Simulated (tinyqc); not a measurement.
# Planar ballistic transistor, top-of-the-barrier model, step by step

Computed by the program tinyqc: `OMP_NUM_THREADS=1 python tinyqc.py 2400143 2400144 out.jsonl`, one thread of a shared Intel Xeon 2.30GHz, about 0.01 s for the whole run. Printed values are rounded.

At the top of the source barrier, states moving towards the drain are filled by the source (Fermi level 0) and states moving back by the drain (Fermi level -q Vd); nothing scatters. U is the shift of the band edge there, set by the capacitances CG, CD and CS (the total) and by the charge. Parabolic two-dimensional band; the source is grounded.

Values chosen for this exercise; mass and valleys close to those of a monolayer dichalcogenide:

| symbol | value | unit | meaning |
|---|---|---|---|
| T | 250 | K | temperature |
| m | 0.496 | m0 | effective mass |
| gv | 2 |  | valley degeneracy |
| eox | 9 |  | relative permittivity of the gate insulator |
| tox | 1.2 | nm | insulator thickness |
| aG | 0.95 |  | gate control CG/CS |
| aD | 0.023 |  | drain control CD/CS |
| E0 | 0.15 | eV | band edge at the barrier top above the source Fermi level at zero bias |
| Vg | 0.5 | V | gate voltage |
| Vd | 0.1 | V | drain voltage |

Constants: q = 1.602176634e-19 C, kB = 1.380649e-23 J/K, hbar = 1.054571817e-34 J s, m0 = 9.1093837015e-31 kg, Vt = kB T/q, eps0 = 8.8541878128e-14 F/cm where lengths are in cm. Results are converted to the units shown.

## Density of states, capacitances and charge at zero bias

N0 = gv m kB T/(pi hbar^2), CG = eps0 eox/tox, vT = sqrt(2 kB T/(pi m)), CS = CG/aG, n0 = n at U = 0 and Vd = 0. eta1 = -(E0 + U)/Vt, eta2 = eta1 - Vd/Vt, n = (N0/2)[F_0(eta1) + F_0(eta2)], F_0(x) = ln(1 + exp x). UL = -(aG Vg + aD Vd).

N0 = 8.92733e12 cm^-2
CG = 6.64064 uF/cm^2
CS = 6.99015 uF/cm^2
n0 = 8.44597e9 cm^-2
UL = -0.4773 eV

## Iteration 1: self-consistent potential at the barrier top

U at the start (U = UL) = -0.4773 eV

eta1 = -(E0 + U)/Vt, eta2 = eta1 - Vd/Vt, n = (N0/2)[F_0(eta1) + F_0(eta2)], F_0(x) = ln(1 + exp x). U(out) = UL + q (n - n0)/CS. Newton step: U(new) = U + (U(out) - U)/(1 + CQ/CS), CQ = (q/Vt) dn/d(eta1) with both F' summed; F_0'(x) = 1/(1 + exp(-x)).

eta1 = 15.1926
eta2 = 10.5508
n = 1.14910e14 cm^-2
U(out) = 2.15631 eV
CQ = 66.3917 uF/cm^2
U after iteration 1 = -0.226430 eV

## Iteration 2: self-consistent potential at the barrier top

As before.

eta1 = 3.54772
eta2 = -1.09409
n = 1.72517e13 cm^-2
U(out) = -0.0820759 eV
CQ = 40.5945 uF/cm^2
U after iteration 2 = -0.205224 eV

## Course of the iteration: self-consistent potential at the barrier top

Stop when U changes by less than 1e-9 eV, or after 90 iterations.

Course of the iteration:
```
iteration     U (eV)  |change| (eV)
1          -0.226430          0.251
2          -0.205224         0.0212
3          -0.203600        1.62e-3
4          -0.203591        8.16e-6
5          -0.203591       2.05e-10
```

Converged in 5 iterations. At the end the number of correct digits about doubles with each step.

## Current, mean velocity and share of the gate voltage

converged U = -0.203591 eV

N0 = gv m kB T/(pi hbar^2), CG = eps0 eox/tox, vT = sqrt(2 kB T/(pi m)), CS = CG/aG, n0 = n at U = 0 and Vd = 0. eta1 = -(E0 + U)/Vt, eta2 = eta1 - Vd/Vt, n = (N0/2)[F_0(eta1) + F_0(eta2)], F_0(x) = ln(1 + exp x). I = q (N0/2) vT [F_(1/2)(eta1) - F_(1/2)(eta2)] per width, F_(1/2)(x) = (2/sqrt(pi)) int_0^infinity u^(1/2)/(1 + exp(u - x)) du. Mean velocity I/(q n). CQ = (q/Vt) dn/d(eta1); the band edge follows the gate as -dU/dVg = aG/(1 + CQ/CS).

eta1 = 2.48761
n = 1.19501e13 cm^-2
I = 1733.02 uA/um
mean velocity = 9.05152e6 cm/s
CQ = 34.0995 uF/cm^2
-dU/dVg = 0.161614 eV/V

The carriers from the source are degenerate (eta1 = 2.49), and the mean velocity is 1.30 times vT = sqrt(2 kB T/(pi m)) = 6.97e6 cm/s.
